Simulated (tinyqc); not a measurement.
Comparisons within one model: model-solid line-up of a strained alloy layer on a substrate. A value that a table varies takes the place of the one given here.

All values of the alloy are linear in x but the gap, Eg(x) = (1 - x) Eg_A + x Eg_B - C x (1 - x), and the valence edge, Ev(x) = (1 - x) Ev_A + x Ev_B + fv C x (1 - x); Ec = Ev + Eg. Ev is the top of the unstrained valence band on a scale common to all materials. In the layer only the Gamma valley of the conduction band is followed, also where an X or L valley would lie lower.

Coherent growth on a (001) face: e_par = (a_s - a)/a, e_perp = -2 (C12/C11) e_par; exx = eyy = e_par, ezz = e_perp, no shear.

Strained edges: Ec + ac tr(e); the valence edges are Ev plus the levels of the 6 x 6 matrix of X, Y, Z times spin with -Dso/3 + l exx + m (eyy + ezz) on the diagonal (cyclic), n exy off it, l = av + 2 b, m = av - b, n = sqrt(3) d. Spin-orbit term (Dso/3) L.sigma on X, Y, Z with (L_k)_ij = -i epsilon_kij: <X+|H|Y+> = -i Dso/3, <X+|H|Z-> = Dso/3, <Y+|H|Z-> = -i Dso/3, <Z+|H|X-> = -Dso/3, <Z+|H|Y-> = i Dso/3, <X-|H|Y-> = i Dso/3, and their conjugates; + and - are the spin along z.

dEc = Ec(substrate) - Ec(layer), dEv = Ev(layer) - Ev(substrate); positive values confine the carrier in the layer. Type I: both of one sign; type II: opposite signs; type III: the gaps do not overlap.

Coherent growth: e_par = (a_s - a)/a. (001): e_perp = -2 (C12/C11) e_par; exx = eyy = e_par, ezz = e_perp, no shear. (111): e_perp = -(2 C11 + 4 C12 - 4 C44)/(C11 + 2 C12 + 4 C44) e_par; exx = eyy = ezz = (2 e_par + e_perp)/3 and exy = eyz = ezx = (e_perp - e_par)/3. (110): e_perp = -(C11 + 3 C12 - 2 C44)/(C11 + C12 + 2 C44) e_par; exx = eyy = (e_par + e_perp)/2, ezz = e_par, exy = (e_perp - e_par)/2, eyz = ezx = 0.

Values chosen for the exercise (A near GaP, B near InP, substrate near GaAs; shifted at random, so the results belong to these values and not to a real crystal): a = (5.455, 5.872) angstrom (lattice constant of A, B); Eg = (2.909, 1.421) eV (gap at Gamma to the s-like level of A, B); Dso = (0.08, 0.108) eV (spin-orbit splitting of A, B); Ev = (-1.27, -0.94) eV (top of the unstrained valence band of A, B); ac = (-8.09, -6.06) eV (conduction deformation potential of A, B); av = (1.69, 0.59) eV (valence hydrostatic potential of A, B); b = (-1.58, -2.02) eV (tetragonal shear potential of A, B); d = (-4.65, -4.97) eV (trigonal shear potential of A, B); C11 = (140.3, 101.1) GPa (of A, B); C12 = (61.9, 56.7) GPa (of A, B); C44 = (70, 45.4) GPa (of A, B); C = 0.628 eV (bowing of the gap); fv = 0 (share of the bowing taken by the valence edge); a_s = 5.653 angstrom (substrate); Eg_s = 1.506 eV (lowest gap of the substrate); Ev_s = -0.81 eV (substrate valence edge); face = 001 (growth face); x = 0.59 (fraction of B).

## Composition against offsets

Each composition is strained to the same substrate.

Results:
```
x     e_par (%)  relaxed gap (eV)  strained gap (eV)  valence splitting (meV)  dEc (eV)  dEv (eV)  type
0.08       3.00             2.744              2.267                      253    -0.542    -0.219     I
0.20       2.07             2.511              2.195                      177    -0.439    -0.250     I
0.31       1.23             2.313              2.135                      104    -0.352    -0.277     I
0.43       0.33             2.115              2.072                       26    -0.266    -0.300     I
0.54      -0.48             1.949              1.971                       28    -0.195    -0.270     I
0.66      -1.35             1.786              1.837                       50    -0.127    -0.204     I
0.77      -2.13             1.652              1.717                       58    -0.072    -0.139     I
0.89      -2.97             1.523              1.591                       63    -0.021    -0.063     I
```

The alloy matches the substrate at x = 0.475, where the top valence edge changes its character and the splitting passes through zero. The strained gap runs from 2.267 to 1.591 eV, against 2.744 to 1.523 eV for the relaxed alloy: strain takes back part of the change that the composition makes. Strains above 2 % can be kept only in layers of a few nanometres. The line-up is type I throughout, with the layer as the barrier. Offsets below about 50 meV are within the spread of parameter sets, so those rows do not settle the type. Where the alloy is indirect its X or L edge, left out, lies lower and sets the real gap and dEc.

## The same layer on three faces

Composition and substrate are kept.

Results:
```
face   e_perp (%)  tr(e) (%)  shift of Ec (meV)  shift of Ev (meV)  valence splitting (meV)  gap (eV)
(001)       0.846     -0.839               57.8               22.3                     40.1    1.9147
(111)       0.457     -1.228               84.6               23.5                     43.2    1.9403
(110)       0.536     -1.149               79.2               25.2                     46.3    1.9332
```

The layer yields most along the normal on (001) and least on (111), so the volume change, and with it the shift of Ec, is largest on (111). The valence splitting, set by b on (001), by d on (111) and by both on (110), is largest on (110). The gaps span 26 meV, from (001) to (111).

## What each parameter does

Strained gap, valence splitting and offsets. Each row changes one parameter from the base and keeps the others.

Results:
```
case                        gap (eV)  splitting (meV)  dEc (eV)  dEv (eV)
base                          1.9147             40.1   -0.1657   -0.2430
x = 0.57                      1.9372             35.8   -0.1774   -0.2538
a_s = 5.633 angstrom          1.9294             46.7   -0.1898   -0.2337
C = 0.728 eV                  1.8905             40.1   -0.1415   -0.2430
fv = 0.2                      1.9147             40.1   -0.1961   -0.2126
Ev_s = -0.76 eV               1.9147             40.1   -0.1157   -0.2930
C12 = (71.185, 65.205) GPa    1.9023             41.5   -0.1569   -0.2393
ac = (-9.304, -6.969) eV      1.9233             40.1   -0.1744   -0.2430
Dso = (0.092, 0.124) eV       1.9147             42.7   -0.1657   -0.2430
```

The largest shifts from the base row, up to three for each result and ties (the steps differ in size, so this ranks the rows, not the parameters). gap (eV): C -0.0242, x +0.0225, a_s +0.0148; unchanged at the printed digits by fv, Ev_s and Dso. splitting (meV): a_s +6.6, x -4.2, Dso +2.6; unchanged at the printed digits by C, fv, Ev_s and ac. dEc (eV): Ev_s +0.0500, fv -0.0304, C +0.0242; unchanged at the printed digits by Dso. dEv (eV): Ev_s -0.0500, fv +0.0304, x -0.0108; unchanged at the printed digits by C, ac and Dso.

(tinyqc, `OMP_NUM_THREADS=1 python tinyqc.py 1080441 1080442 out.jsonl`, Intel(R) Xeon(R) Processor @ 2.30GHz, 1 thread, shared host, about 0.02 s.)
